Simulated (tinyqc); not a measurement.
Lorentz oscillators and the Kramers-Kronig relations: sweeps and comparisons. A value that a table varies takes the place of the one given here.

eps(E) = 1 + sum_j S_j/(E0_j^2 - E^2 - i G_j E).

Kramers-Kronig: eps1(E) = 1 + (2/pi) P integral_0^infinity E1 eps2(E1)/(E1^2 - E^2) dE1. Maclaurin rule on the grid E_j = j h, j = 1 .. M: eps1(E_i) = 1 + (4 h/pi) sum over j with j - i odd of E_j eps2(E_j)/(E_j^2 - E_i^2); nothing is added above E_M.

n + i k = sqrt(eps1 + i eps2) with k >= 0; R = ((n - 1)^2 + k^2)/((n + 1)^2 + k^2) at normal incidence from vacuum; alpha = 2 E k/(hbar c), times 1e8 for 1/cm; loss function Im(-1/eps) = eps2/(eps1^2 + eps2^2).

Constants: hbar c = 1973.269805 eV angstrom.

Parameters, chosen for this exercise: E0 = (6.18, 9.03) eV (resonances); G = (0.7, 2.44) eV (widths); S = (60.1, 109) eV^2 (strengths); h = 1 eV (grid step); M = 30 (grid points E_j = j h); E_t = 1.8 eV (energy below the first line); E = 10.46 eV (photon energy).

## Numerical transform against the formula

Every third grid point is listed; the error is the transform minus the formula.

Dielectric function:
```
E (eV)   eps2  eps1 formula  eps1 transform   error
2.00    0.160         4.155           3.359  -0.796
5.00    1.527         7.098          10.533   3.435
8.00    3.572         1.552           2.596   1.044
11.00   1.352        -1.608          -1.943  -0.335
14.00   0.285        -0.254          -0.125   0.129
17.00   0.112         0.256           0.130  -0.126
20.00   0.058         0.500           0.557   0.057
23.00   0.034         0.638           0.570  -0.068
26.00   0.022         0.725           0.754   0.029
29.00   0.015         0.783           0.736  -0.047
```

What does this show, and why?

The largest error listed is +3.435 at 5.00 eV. The rule samples every 2h = 2 eV and the narrowest line is 0.7 eV wide, so it is not resolved. The grid ends at 30 eV, where eps2 is still 0.014; the error at the last point listed, nearest the missing tail, is -0.047.

## How far the spectrum must be known

The integrals are done by adaptive quadrature and cut at E_cut. f-sum share: (2/pi) integral of E eps2 over sum S. Static share: (2/pi) integral of eps2/E over eps(0) - 1.

Cut integrals:
```
E_cut (eV)  eps1(E_t)  f-sum share  static share
7.2             2.962        0.352         0.623
9.9             3.813        0.708         0.902
13.5            4.056        0.878         0.983
18.1            4.090        0.924         0.995
27.1            4.101        0.954         0.999
45.1            4.104        0.974         1.000
```

eps1(E_t) from the formula = 4.105

What can be read from the table?

Cut at 9.9 eV, just above the last line, eps1(E_t) lacks 0.292; cut at 45.1 eV it lacks 0.001. At 13.5 eV the static sum has reached 0.983 and the f-sum only 0.878: the f-sum weights eps2 by E and the static sum by 1/E, so the f-sum needs the far tail.

## Optical constants across the spectrum

Spectrum:
```
E (eV)    eps1   eps2      n      k      R   loss
1.35     4.016  0.099  2.004  0.025  0.112  0.006
3.20     4.647  0.337  2.157  0.078  0.135  0.016
5.05     7.250  1.632  2.709  0.301  0.218  0.030
6.90    -1.475  3.870  1.155  1.676  0.380  0.226
8.74     0.633  5.075  1.695  1.497  0.287  0.194
10.59   -1.884  1.836  0.611  1.502  0.496  0.265
12.44   -0.783  0.565  0.302  0.935  0.530  0.606
14.28   -0.185  0.256  0.256  0.501  0.440  2.563
16.13    0.148  0.142  0.420  0.169  0.178  3.375
17.98    0.353  0.089  0.599  0.074  0.065  0.668
19.82    0.489  0.060  0.701  0.043  0.032  0.246
21.67    0.585  0.042  0.765  0.028  0.018  0.123
```

How do the results move?

Among the energies listed the largest values are at (eV): eps2 8.74; n 5.05; k 6.90; R 12.44; loss 16.13. eps1 crosses zero at 6.27, 7.24, 8.93 and 15.19 eV; the last crossing is upward and marks the plasmon, against sqrt(sum S) = 13.00 eV for free electrons.

## What each oscillator parameter does

At the energy E. Each row changes one parameter from the base and keeps the others.

Results:
```
case                     eps1   eps2      n      k      R
base                   -1.962  2.034  0.657  1.547  0.489
E0 = (6.489, 9.03) eV  -2.010  2.044  0.655  1.561  0.494
G = (1.05, 2.44) eV    -1.951  2.075  0.670  1.549  0.484
S = (72.12, 109) eV^2  -2.129  2.051  0.643  1.595  0.509
E = 10.983 eV          -1.620  1.368  0.500  1.367  0.514
```

What does this show?

The largest shifts from the base row, up to three for each result and ties (the steps differ in size, so this ranks the rows, not the parameters). eps1: E +0.342, S -0.167, E0 -0.047. eps2: E -0.666, G +0.041, S +0.017. n: E -0.157, S -0.014, G +0.013. k: E -0.180, S +0.047, E0 +0.014. R: E +0.026, S +0.021, E0 +0.006.

(tinyqc, `OMP_NUM_THREADS=1 python tinyqc.py 1682663 1682664 out.jsonl`, Intel(R) Xeon(R) Processor @ 2.30GHz, 1 thread, shared host, about 0.2 s.)
